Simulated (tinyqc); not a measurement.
Electron-beam lithography: double-Gaussian proximity function, edge placement and dose correction for parallel lines: one step, computed by the program tinyqc. Command: `OMP_NUM_THREADS=1 python tinyqc.py 3113031 3113032 out.jsonl proximity walk`. One thread of a shared host (Intel(R) Xeon(R) Processor @ 2.30GHz), about 0.01 s of CPU time with the checks.

Lines are infinitely long. Absorbed energy is counted so that the middle of a very large area written at dose 1 receives 1; the resist develops where it exceeds 1/2.

Task: Shot noise and writing time. With dose = d_s D0: electrons per pixel N = dose x pixel area/e; relative noise 1/sqrt(N); time per cm^2 of pattern area = dose x density/current; pixel rate = current/(dose x pixel area).

Inputs (values chosen for the exercise, of the order of those for 50 keV electrons in resist on silicon): beam current = 0.41 nA; pixel size = 5 nm; pattern density around the test line = 0.54.

dose = 357.2966 microcoulomb/cm^2

Constants: e = 1.602176634e-19 C.

Give: electrons per pixel; shot noise; writing time per cm^2; pixel rate.

Result:

electrons per pixel = 557.52

shot noise = 4.2352 %

writing time per cm^2 = 130.72 h

pixel rate = 4.5900 MHz
